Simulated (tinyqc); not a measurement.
Two-valley model of the transferred-electron effect: one step, computed by the program tinyqc.

Both kinds of valley share one electron temperature T_e, and each has a constant mobility.

Question. Velocity. Density-of-states ratio R = Z (m2/m1)^(3/2); n2/n1 = R exp(-dE/(k_B T_e)); mean mobility mu = (mu1 + mu2 n2/n1)/(1 + n2/n1); energy balance e mu F^2 = (3/2) k_B (T_e - T)/tau_E; v = mu F.

Inputs (values chosen for the exercise, modelled on CdTe):
```
quantity                       value        unit
central-valley mass m1         0.094         m_0
satellite-valley mass m2        0.31         m_0
satellite valleys Z                4           -
valley separation dE            0.53          eV
central-valley mobility mu1      990  cm^2/(V s)
satellite-valley mobility mu2     87  cm^2/(V s)
lattice temperature T            300           K
electric field F                  39       kV/cm
```

Solver: damped fixed point.

electron temperature T_e = 3027.708 K

Constants: k_B = 8.617333262e-05 eV/K.

Give: share in the satellites; mean mobility; drift velocity.

Answer.

share in the satellites = 75.86 %

mean mobility = 305.0 cm^2/(V s)

drift velocity = 1.190 1e7 cm/s

Caution: T_e exceeds 3000 K, outside the range of a Maxwellian in parabolic valleys.
